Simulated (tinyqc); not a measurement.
Rapid thermal processing of a wafer: radiative balance, ramp and cooling, pattern effects, pyrometer error and spike budget: one step, computed by the program tinyqc.

The wafer is opaque and uniform through its thickness unless said otherwise; temperatures in formulas are in kelvin (C + 273.15). sigma = 5.670374419e-12 W/(cm^2 K^4).

Problem. Pyrometer error. Signal proportional to eps/(exp(c2/(lambda T)) - 1), c2 = h c/k_B. If the assumed emissivity is too high by the given error, the reading T' solves (1 + error)/(exp(c2/(lambda T')) - 1) = 1/(exp(c2/(lambda T)) - 1). Wien estimate: T' - T = -lambda T^2 ln(1 + error)/c2. Process rates go as exp(-E_a/(k_B T)).

Inputs (values chosen for the exercise, modelled on a hot silicon wafer): process temperature = 687 C; pyrometer wavelength = 0.9 micrometre; error of the assumed emissivity = 12 %; activation energy of the process E_a = 1.24 eV.

Constants: h = 6.62607015e-34 J s; c = 299792458 m/s; k_B = 1.380649e-23 J/K; k_B = 8.617333262e-05 eV/K.

Give: c2; c2/(lambda T); reading less true temperature; Wien estimate; rate at T over rate at T', less 1.

Solution.

c2 = 14388 micrometre K

c2/(lambda T) = 16.65

reading less true temperature = -6.491 K

Wien estimate = -6.535 K

rate at T over rate at T', less 1 = 10.74 %
